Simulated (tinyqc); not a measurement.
Comparisons within one model: static screening by free carriers. A value that a table varies takes the place of the one given here.

kF = (3 pi^2 n/Mv)^(1/3), EF = c kF^2/m with c = hbar^2/2m0, n in 1/angstrom^3 (1e-24 per 1/cm^3), e2 = e^2/(4 pi eps0). Thomas-Fermi: qTF^2 = 6 pi e2 n/(eps EF). Debye: qD^2 = 4 pi e2 n/(eps kB T).

F_j(eta) = (1/Gamma(j + 1)) integral_0^infinity x^j dx/(1 + exp(x - eta)), which tends to exp(eta) for eta << 0.

At finite T: qs^2 = qD^2 F_-1/2(eta)/F_1/2(eta), where n = Mv N F_1/2(eta) and N = 2 (m kB T/(4 pi c))^(3/2) with c = hbar^2/2m0, in 1/angstrom^3; times 1e24 for 1/cm^3.

Donor in the screened potential -(e2/eps) exp(-qs r)/r with the trial function exp(-r/a): E(a) = c/(m a^2) - (e2/eps) 4/(a (2 + qs a)^2), e2 = e^2/(4 pi eps0), c = hbar^2/2m0; isotropic mass.

Lindhard at zero temperature: eps(q)/eps = 1 + (qTF/q)^2 L(x), x = q/(2 kF), L(x) = 1/2 + ((1 - x^2)/(4x)) ln|(1 + x)/(1 - x)|.

Constants: hbar^2/2m0 = 3.80998211 eV angstrom^2; e^2/(4 pi eps0) = 14.39964547 eV angstrom; kB = 8.617333262e-05 eV/K; a0 (Bohr radius) = 0.5291772105 angstrom.

Values chosen for the exercise (near those of GaAs; shifted at random, so the results belong to these values and not to a real crystal): m = 0.0689 m0 (mass of one isotropic valley); Mv = 1 (valleys); eps = 13.3 (background dielectric constant); T = 300 K; n = 5.4e+17 1/cm^3 (carrier density).

## Screening unbinds the donor

All carriers n are taken as free and screen with qs(T); E(a) is minimised over a; a dash marks no bound state. aB = a0 eps/m.

Donor level:
```
n (1/cm^3)  n^(1/3) aB  qs aB  E (meV)   a/aB
8.0e+12          0.020  0.007    -5.23  1.000
6.0e+13          0.040  0.018    -5.11  1.000
3.0e+14          0.068  0.041    -4.88  1.001
9.0e+14          0.099  0.070    -4.59  1.003
3.0e+15          0.147  0.128    -4.06  1.011
6.0e+15          0.186  0.181    -3.61  1.021
2.0e+16          0.277  0.329    -2.53  1.064
4.0e+16          0.349  0.462    -1.75  1.123
```

aB = 102.1 angstrom

The level rises from -5.23 meV at the lowest density to -1.75 meV at 4e+16 1/cm^3, against -5.30 meV unscreened. It stays bound over this range. This trial function loses binding at qs aB = 1 and the exact Yukawa problem at 1.19; the Mott rule of thumb is n^(1/3) aB = 0.26, which the last bound row of this table passes: the rule belongs to low temperature, and thermal carriers screen more weakly.

## From Debye to Thomas-Fermi

Screening lengths (angstrom):
```
n (1/cm^3)    eta  Debye  Thomas-Fermi  finite T
1.0e+15     -6.12   1378         161.0      1379
9.0e+15     -3.91  459.5         111.7     461.1
5.0e+16     -2.17  194.9         83.90     198.7
2.0e+17     -0.66  97.47         66.59     104.7
7.0e+17      0.97  52.10         54.04     64.30
2.0e+18      2.96  30.82         45.37     47.73
9.0e+18      8.76  14.53         35.31     35.51
3.0e+19     19.72  7.959         28.89     28.92
```

Debye is within 5 % of the finite-T length up to 5e+16 1/cm^3 of the densities listed and Thomas-Fermi from 2e+18 on. The length goes as n^-0.50 at the low end and n^-0.17 at the high end, against the limits -1/2 and -1/6. Both limits give too short a length.

## Static response in three, two and one dimensions

kF = 0.0251925 1/angstrom
qTF = 0.0177204 1/angstrom

x = q/(2 kF). Response over its long-wave value: L3 as above; L2 = 1 for x <= 1 and 1 - sqrt(1 - 1/x^2) beyond; L1 = ln|(1 + x)/(1 - x)|/(2x).

Response:
```
x         L3     L2     L1  eps(q)/eps, Lindhard 3D  Thomas-Fermi
0.099  0.997  1.000  1.003                    13.58         13.62
0.298  0.970  1.000  1.031                    2.351         2.393
0.496  0.913  1.000  1.097                    1.459         1.503
0.695  0.819  1.000  1.234                    1.210         1.256
0.894  0.662  1.000  1.612                    1.102         1.155
0.973  0.559  1.000  2.205                    1.073         1.131
1.013  0.467  0.840  2.489                    1.056         1.121
1.092  0.362  0.598  1.430                    1.038         1.104
1.291  0.234  0.368  0.799                    1.017         1.074
1.588  0.145  0.223  0.467                    1.007         1.049
2.184  0.073  0.111  0.226                    1.002         1.026
```

Next to x = 1 the table has L3 = 0.559 and 0.467, L2 = 1.000 and 0.840, L1 = 2.205 and 2.489: an infinite slope in 3D, a kink in 2D and a logarithmic peak in 1D, where the whole Fermi surface is joined by 2 kF. These features give Friedel oscillations of period pi/kF = 125 angstrom at zero temperature; they wash out once kT nears EF, so this table, for T = 0, describes the gas only where EF is well above kT. Thomas-Fermi overstates eps(q) by 3.0 % at x = 0.496 and by 4.2 % at x = 1.588.

## What sets the screening length

All results formed anew. Each row changes one parameter from the base and keeps the others.

Results:
```
case                 Debye (angstrom)  Thomas-Fermi (angstrom)  finite T (angstrom)
base                            59.32                    56.43                70.37
n = 1.08e+18 1/cm^3             41.94                    50.28                56.13
m = 0.0896 m0                   59.32                    49.49                67.05
eps = 15.96                     64.98                    61.82                77.09
T = 360 K                       64.98                    56.43                74.44
Mv = 2                          59.32                    44.79                65.17
```

The largest shifts from the base row, up to three for each result and ties (the steps differ in size, so this ranks the rows, not the parameters). Debye (angstrom): n -17.4, eps +5.66, T +5.66; unchanged at the printed digits by m and Mv. Thomas-Fermi (angstrom): Mv -11.6, m -6.95, n -6.16; unchanged at the printed digits by T. finite T (angstrom): n -14.2, eps +6.72, Mv -5.20.

Run: tinyqc, `OMP_NUM_THREADS=1 python tinyqc.py 1680274 1680275 out.jsonl`; Intel(R) Xeon(R) Processor @ 2.30GHz, one thread, shared host; about 0.01 s of CPU time with all checks.
